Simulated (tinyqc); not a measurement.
Gate-all-around wire with two subbands, quantum capacitance: two steps of the calculation.

phi is the Fermi level above the lowest subband edge, in volts; Vg is counted from the gate voltage at which an empty wire would have phi = 0. Both directions of motion are filled (equilibrium).

Values chosen for this exercise:
- T = 400 K (temperature)
- md = 0.3 m0 (mass along the wire)
- gv = 2 (valley degeneracy)
- E2 = 0.13 eV (second subband above the first)
- g2 = 2 (orbital degeneracy of the second subband)
- Vg = 0.51 V (gate voltage)

Constants: q = 1.602176634e-19 C, kB = 1.380649e-23 J/K, hbar = 1.054571817e-34 J s, m0 = 9.1093837015e-31 kg, Vt = kB T/q. Results are converted to the units shown.

Task 1. New phi. N1 = gv sqrt(2 md m0 kB T/(pi hbar^2)); n1 = N1 F(phi/Vt), n2 = g2 N1 F((phi - E2)/Vt), n = n1 + n2, F(e) = (1/sqrt(pi)) int_0^infinity u^(-1/2) du/(1 + exp(u - e)); Cq = q dn/dphi = (q N1/Vt) [F'(phi/Vt) + g2 F'((phi - E2)/Vt)]. Newton: f = phi + q (n)/Cox - Vg, phi(new) = phi - f/(1 + (Cq)/Cox).

phi after iteration 1 = -0.19454739 V
Cox = 2.3502525 pF/cm

Wanted: n1; n2; Cq; f; phi after iteration 2.

Result 1.

n1 = 2.075e4 cm^-1
n2 = 957.5 cm^-1
Cq = 0.1007 pF/cm
f = -0.7031 V
phi after iteration 2 = 0.4796 V

Task 2. Charge and capacitances at the solution. 1/C_G = 1/Cox + 1/(Cq); dphi/dVg = Cox/(Cox + Cq).

converged phi = 0.036573777 V
Cox = 2.3502525 pF/cm

Give: n; Cq; C_G; dphi/dVg.

Result 2.

n = 6.9447e6 cm^-1
Cq = 15.510 pF/cm
C_G = 2.0410 pF/cm
dphi/dVg = 0.13159

Cq is 6.60 times Cox, so C_G is 86.8 % of Cox; 7.17 % of the gate voltage has gone into phi.

Program tinyqc, `OMP_NUM_THREADS=1 python tinyqc.py 2200124 2200125 out.jsonl`; Intel Xeon 2.30GHz, shared host, one thread, about 0.01 s.
